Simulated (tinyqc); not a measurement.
What moves the results: optical transitions of a finite quantum well. A value that a table varies takes the place of the one given here.

Each carrier sees a square well of width L with its own depth V and masses m (inside), mb (outside); c = hbar^2/2m0, k = sqrt(m E/c), kappa = sqrt(mb (V - E)/c), and level n solves k L + 2 atan[(k/m)/(kappa/mb)] = n pi. The envelope is cos(kz) for odd n and sin(kz) for even n inside, joins exp(-kappa (|z| - L/2)) outside, and is normalised to 1. Excitons and band mixing are left out.

Constants: hbar^2/2m0 = 3.80998211 eV angstrom^2; e^2/(4 pi eps0) = 14.39964547 eV angstrom; hc = 1239.841984 eV nm.

Parameters, chosen for this exercise (near those of a GaAs well in AlGaAs; shifted at random, so the results belong to these values and not to a real crystal):
```
symbol  value                                         unit         meaning
L       92                                            angstrom     well width
Vc      0.138                                         eV           conduction offset
me      0.0655                                        m0           electron, well
meb     0.0811                                        m0           electron, barrier
eps     11.6                                                       background dielectric constant
Nss     (0.027, 0.068, 0.14, 0.27, 0.41, 0.54, 0.81)  x 1e12/cm^2  sheet densities
Eg      1.492                                         eV           gap of the well
Vv      0.077                                         eV           valence offset
mh      0.363                                         m0           heavy hole along z, well
mhb     0.405                                         m0           heavy hole, barrier
ml      0.0885                                        m0           light hole along z, well
mlb     0.1129                                        m0           light hole, barrier
Ls      (43, 58, 71, 89, 121, 146, 230)               angstrom     widths
```

## Depolarisation shift

The collective line lies at E12 sqrt(1 + a), a = 8 pi q (n1 - n2) S/(eps E12), q = e^2/(4 pi eps0), S = integral over z of (integral up to z of psi_1 psi_2)^2. Zero temperature with the mass me in both subbands: n1 - n2 = Ns until Ns reaches D E12, D = me/(2 pi c), and D E12 beyond. 1e12/cm^2 = 1e-4/angstrom^2; exchange and the static band bending by the charge are left out.

Line position:
```
Ns (1e12/cm^2),n1 - n2,a,line (meV),shift (meV)
0.027,0.027,0.0079,80.25,0.31
0.068,0.068,0.0198,80.73,0.79
0.14,0.140,0.0408,81.55,1.62
0.27,0.270,0.0787,83.02,3.09
0.41,0.410,0.1196,84.58,4.64
0.54,0.540,0.1575,86.00,6.06
0.81,0.810,0.2362,88.88,8.94
```

S = 7.473 angstrom
E12 = 79.94 meV

The upward shift grows from 0.31 to 8.94 meV, 11.2 % of E12 at most. For small a the shift is a E12/2, linear in Ns; in the last row that rule gives 9.44 meV. S/L = 0.0812, against 5/(9 pi^2) = 0.0563 for hard walls.

## Width of the well

Edge wavelength hc/(Eg + e1 + hh1), squared e1-hh1 overlap, lh1 - hh1, and the 1-2 intersubband energy with f_12 = (m1/c) E12 z_12^2, 1/m1 = <1|1/m|1> (dash: e2 unbound).

Results:
```
L (angstrom),edge (nm),overlap^2,lh1 - hh1 (meV),E12 (meV),f_12
43,783.6,0.9294,20.5,-,-
58,795.6,0.9507,17.8,-,-
71,802.8,0.9620,15.4,93.7,0.676
89,809.8,0.9721,12.6,82.4,0.966
121,817.1,0.9822,9.0,58.6,0.985
146,820.5,0.9867,7.1,45.3,0.978
230,825.9,0.9936,3.7,22.5,0.967
```

The edge tunes from 784 to 826 nm, towards hc/Eg = 831 nm, while the overlap goes from 0.929 to 0.994. e2 binds at L = pi sqrt(c/(me Vc)) = 64.5 angstrom; f_12 starts from zero there and is 0.676 at 71 angstrom, the rest going to the continuum; among the widths listed it peaks at 0.985 (121 angstrom) and is 0.967 in the widest well, against 0.961 for hard walls.

## What each parameter does

Edge wavelength hc/(Eg + e1 + hh1), squared overlap of e1 and hh1, and the confinement energies. Each row changes one parameter from the base and keeps the others.

Results:
```
case,edge (nm),overlap^2,e1 (meV),hh1 (meV)
base,810.7,0.9734,29.8,7.6
L = 101 angstrom,813.1,0.9767,26.4,6.5
Eg = 1.522 eV,795.1,0.9734,29.8,7.6
Vc = 0.117 eV,811.6,0.9632,28.1,7.6
Vv = 0.092 eV,810.5,0.9668,29.8,7.9
me = 0.0721 m0,811.3,0.9783,28.7,7.6
mh = 0.309 m0,810.3,0.9796,29.8,8.3
meb = 0.0973 m0,811.4,0.9738,28.4,7.6
```

The largest shifts from the base row, up to three for each result and ties (the steps differ in size, so this ranks the rows, not the parameters). edge (nm): Eg -15.6, L +2.4, Vc +0.9. overlap^2: Vc -0.0102, Vv -0.0066, mh +0.0062; unchanged at the printed digits by Eg. e1 (meV): L -3.5, Vc -1.7, meb -1.5; unchanged at the printed digits by Eg, Vv and mh. hh1 (meV): L -1.0, mh +0.7, Vv +0.3; unchanged at the printed digits by Eg, Vc, me and meb.

Run: tinyqc, `OMP_NUM_THREADS=1 python tinyqc.py 1250161 1250162 out.jsonl`; Intel(R) Xeon(R) Processor @ 2.30GHz, one thread, shared host; about 0.6 s of CPU time with all checks.
